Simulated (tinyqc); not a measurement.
Random telegraph noise from one oxide trap in a small MOSFET: time constants and noise against gate voltage.

An acceptor-like trap exchanges electrons with the channel. Inversion charge Q = Cox u, u = n Vt W0(exp((Vg - VT)/(n Vt))), W0 the Lambert function, n = nf, Cox = eps0 eox/tox; linear regime Id = (W/L) mu Q Vd. Relative to threshold the surface potential rises by Vt ln(u/u0) and the oxide voltage by the rest of Vg - VT, with u0 = n Vt W0(1).

N = Cox u/q; dpsi = Vt ln(u/u0); E = E0 - dpsi - (xt/tox)(Vg - VT - dpsi); capture time tc = 1/[(N/zi) vth s0 exp(-xt/lt - EB/Vt)]; emission time te = tc exp(-E/Vt); occupancy te/(tc + te). A = W L; threshold step dV = q (1 - xt/tox)/(Cox A); gm/Id = 1/(u + n Vt); relative step dI/I = (gm/Id) dV + asc mu/A. fc = (1/tc + 1/te)/(2 pi); rms = (dI/I) sqrt(tc te)/(tc + te).

Inputs (values chosen for the exercise); values of the order met in silicon transistors:
- T = 300 K (temperature)
- eox = 25.2 (relative permittivity of the gate insulator (close to zirconium oxide))
- tox = 8.4 nm (insulator thickness)
- xt = 2.4 nm (depth of the trap from the channel interface)
- E0 = 0.22 eV (trap level above the channel Fermi level at threshold)
- s0 = 2e-15 cm^2 (capture prefactor)
- EB = 0.39 eV (capture barrier (lattice relaxation))
- lt = 0.15 nm (tunnelling decay length)
- vth = 2.1e7 cm/s (thermal velocity)
- zi = 2 nm (thickness of the inversion layer)
- VT = 0.48 V (threshold voltage)
- nf = 1.13 (body factor)
- W = 120 nm (gate width)
- L = 78 nm (gate length)
- mu = 110 cm^2/(V s) (mobility)
- asc = 0 V s (scattering coefficient of the charged trap)
- Vd = 0.05 V (drain voltage)

Constants: q = 1.602176634e-19 C, kB = 1.380649e-23 J/K, Vt = kB T/q, eps0 = 8.8541878128e-14 F/cm where lengths are in cm. Results are converted to the units shown.

Result of one run:
```
Vg (V)    E (eV)  tc (s)  te (s)  occupancy  dI/I (%)  fc (Hz)  rms dI/I (%)
1.15    -0.03717   15.61   65.71     0.8081   0.07524  0.01262       0.02963
```

What becomes of these results when the gate voltage Vg is changed from 1.15 to 1.27 V, all else the same?

Result of the changed run:
```
Vg (V)    E (eV)  tc (s)  te (s)  occupancy  dI/I (%)  fc (Hz)  rms dI/I (%)
1.27    -0.07477   13.04   235.1     0.9475   0.06336  0.01288       0.01413
```

The whole series:
```
Vg (V)    E (eV)  tc (s)  te (s)  occupancy  dI/I (%)  fc (Hz)  rms dI/I (%)
0.79     0.08149   36.72   1.570    0.04100    0.1663   0.1057       0.03298
0.85     0.06069   30.13   2.880    0.08725    0.1391  0.06055       0.03924
0.91     0.04045   25.48   5.327     0.1730    0.1192  0.03612       0.04509
0.97     0.02063   22.03   9.920     0.3104    0.1042  0.02327       0.04820
1.03    0.001127   19.39   18.56     0.4891   0.09241  0.01678       0.04619
1.09    -0.01812   17.30   34.87     0.6684   0.08297  0.01376       0.03906
1.15    -0.03717   15.61   65.71     0.8081   0.07524  0.01262       0.02963
1.21    -0.05604   14.21   124.2     0.8973   0.06880  0.01248       0.02088
1.27    -0.07477   13.04   235.1     0.9475   0.06336  0.01288       0.01413
```

tc falls from 36.7 to 13.0 s as the channel fills and te rises from 1.57 to 235 s; they are equal at Vg = 1.03 V, where E = 0. The rms noise goes from 0.0330 through a maximum of 0.0482 (at Vg = 0.97 V among the rows listed) to 0.0141 %. The slope -Vt d ln(tc/te)/dVg is 0.347 between the first two rows and 0.312 between the last two; it tends to xt/tox = 0.286 only when the surface potential stops moving.

Range of the model: VT is taken as given; short-channel effects and the uneven flow of current among few electrons are left out.

Program tinyqc, `OMP_NUM_THREADS=1 python tinyqc.py 2710089 2710090 out.jsonl`; Intel Xeon 2.30GHz, shared host, one thread, about 0.01 s.
